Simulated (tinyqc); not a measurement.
Comparisons within one model: shallow donor in an anisotropic valley (effective-mass theory). A value that a table varies takes the place of the one given here.

One valley: H = -c [(d2/dx2 + d2/dy2)/mt + (d2/dz2)/ml] - q/(eps r), c = hbar^2/2m0, q = e^2/(4 pi eps0). Trial function exp(-sqrt((x^2 + y^2)/a^2 + z^2/b^2)) with a > b: T = (c/3)(2/(mt a^2) + 1/(ml b^2)), V = -(q/eps) atan(u/b)/u, u = sqrt(a^2 - b^2). The central cell of the impurity is left out.

Constants: hbar^2/2m0 = 3.80998211 eV angstrom^2; e^2/(4 pi eps0) = 14.39964547 eV angstrom; Ry = 13.60569312 eV; a0 (Bohr radius) = 0.5291772105 angstrom.

Inputs chosen for the exercise (near those of a group-V donor in Si; shifted at random, so the results belong to these values and not to a real crystal):
- mt = 0.186 m0 (transverse mass)
- eps = 11.3 (dielectric constant)
- xs = (1.6, 2.4, 3.8, 5.6, 7.8, 26, 45, 290) (ratios ml/mt)
- E0 = -30.9 meV (single-valley level)
- D0 = 4.81 meV (central-cell shift)
- D1 = 3.72 meV (coupling of perpendicular valleys)
- D2 = 3.08 meV (coupling of opposite valleys)
- ml = 0.881 m0 (longitudinal mass)

## Mass anisotropy

mt and eps fixed, ml varied. Energies in units of Ry*(mt) = Ry mt/eps^2 and lengths in a*(mt) = a0 eps/mt; the last two columns use one mass, 3/(1/ml + 2/mt) or (ml mt^2)^(1/3).

Results:
```
ml/mt   a/a*    b/a  binding  conductivity mass  density-of-states mass
1.60   0.908  0.846    1.162              1.143                   1.170
2.40   0.841  0.733    1.307              1.241                   1.339
3.80   0.777  0.624    1.477              1.326                   1.560
5.60   0.731  0.545    1.622              1.377                   1.776
7.80   0.697  0.486    1.746              1.410                   1.983
26.0   0.602  0.321    2.181              1.472                   2.962
45.0   0.571  0.266    2.363              1.484                   3.557
290    0.502  0.141    2.877              1.497                   6.619
```

The binding grows from 1.16 to 2.88 Ry*(mt); for ml going to infinity the exact problem becomes two-dimensional, with 4 Ry*. The conductivity mass saturates at 1.5 and underbinds, by 15 % at ml/mt = 5.6; the density-of-states mass errs by +9 % there and by +130 % in the last row. With these mt and eps one unit is 19.82 meV.

## Strain along [001] (shallow donor in effective-mass theory, with valley-orbit splitting)

Basis: the 1s envelopes of the valleys +x, -x, +y, -y, +z, -z. Diagonal E0 - D0, element -D2 between opposite valleys and -D1 between perpendicular ones. Strain along [001] adds 2 Ds/3 to the z valleys and -Ds/3 to the others.

Ground level, gap to the next level, weight in the z valleys and contact density (sum of amplitudes)^2/6.

Results:
```
Ds (meV)  ground (meV)  gap (meV)  z weight  contact density  ground less band edge (meV)
-120           -119.77       7.14     0.991            0.423                       -39.77
-40             -68.56       9.26     0.920            0.616                       -41.89
-15             -56.19      13.56     0.669            0.887                       -46.19
-5              -53.94      17.97     0.442            0.987                       -50.60
0               -53.67      21.04     0.333            1.000                       -53.67
5               -53.90      19.60     0.246            0.991                       -52.23
15              -55.39      17.76     0.135            0.944                       -50.39
40              -61.79      15.83     0.043            0.843                       -48.46
120             -87.09      14.46     0.007            0.741                       -47.09
```

The scale is the A1-E splitting 6 D1 = 22.3 meV. The contact density is largest without strain and falls to 0.423 and 0.741 at the ends, towards 1/3 (two valleys) and 2/3 (four valleys). The binding below the lowest band edge drops from 53.7 meV to 39.8 meV when the two z valleys are lowest and to 47.1 meV when the four others are, since fewer valleys share the coupling.

## What each parameter does

The minimum of the trial energy. Each row changes one parameter from the base and keeps the others.

Results:
```
case           E (meV)  a (angstrom)  b (angstrom)    b/a
base            -30.91         24.12         13.93  0.578
ml = 0.705 m0   -29.26         24.99         15.61  0.625
mt = 0.167 m0   -28.47         26.42         14.70  0.556
eps = 10.2      -37.93         21.77         12.58  0.578
```

The largest shifts from the base row, up to three for each result and ties (the steps differ in size, so this ranks the rows, not the parameters). E (meV): eps -7.03, mt +2.44, ml +1.65. a (angstrom): eps -2.35, mt +2.30, ml +0.88. b (angstrom): ml +1.68, eps -1.36, mt +0.77. b/a: ml +0.047, mt -0.021; unchanged at the printed digits by eps. eps only rescales the solution (E as 1/eps^2, lengths as eps), so b/a depends on ml/mt alone.

Computed by tinyqc, a small Python program: `OMP_NUM_THREADS=1 python tinyqc.py 1250943 1250944 out.jsonl` (the numbers bound the seed that draws the inputs); one thread of a shared host (Intel(R) Xeon(R) Processor @ 2.30GHz), about 0.01 s for the whole set of steps.
